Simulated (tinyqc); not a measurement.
Haynes-Shockley experiment: drift, diffusion and decay of a minority-carrier pulse: one step, computed by the program tinyqc. Command: `OMP_NUM_THREADS=1 python tinyqc.py 3113054 3113055 out.jsonl haynes walk`. One thread of a shared host (Intel(R) Xeon(R) Processor @ 2.30GHz), about 0.01 s of CPU time with the checks.

A thin sheet of excess carriers is made at x = 0, t = 0 in a long uniform bar; injection is low, so the pulse moves with the minority mobility.

Question. Simple reading of the pulse. With w the full width at half maximum: mu = d/(F t_p); D = (w d)^2/(16 ln2 t_p^3); Einstein ratio D/mu against k_B T/e.

Inputs (values chosen for the exercise, modelled on holes in n-type silicon in a lightly doped bar):
```
quantity                     value        unit
minority mobility mu           492  cm^2/(V s)
temperature T                  300           K
field F                         18        V/cm
distance d to the collector   0.27          cm
```

time of the peak t_p = 29.76644 microsecond

width at half maximum = 7.175456 microsecond

D = 12.71918 cm^2/s

Constants: k_B = 8.617333262e-05 eV/K.

Give: apparent mobility; apparent D; apparent D/mu; error of mu; error of D.

Answer.

apparent mobility = 503.9 cm^2/(V s)

apparent D = 12.83 cm^2/s

apparent D/mu = 25.46 mV

error of mu = 2.423 %

error of D = 0.8884 %
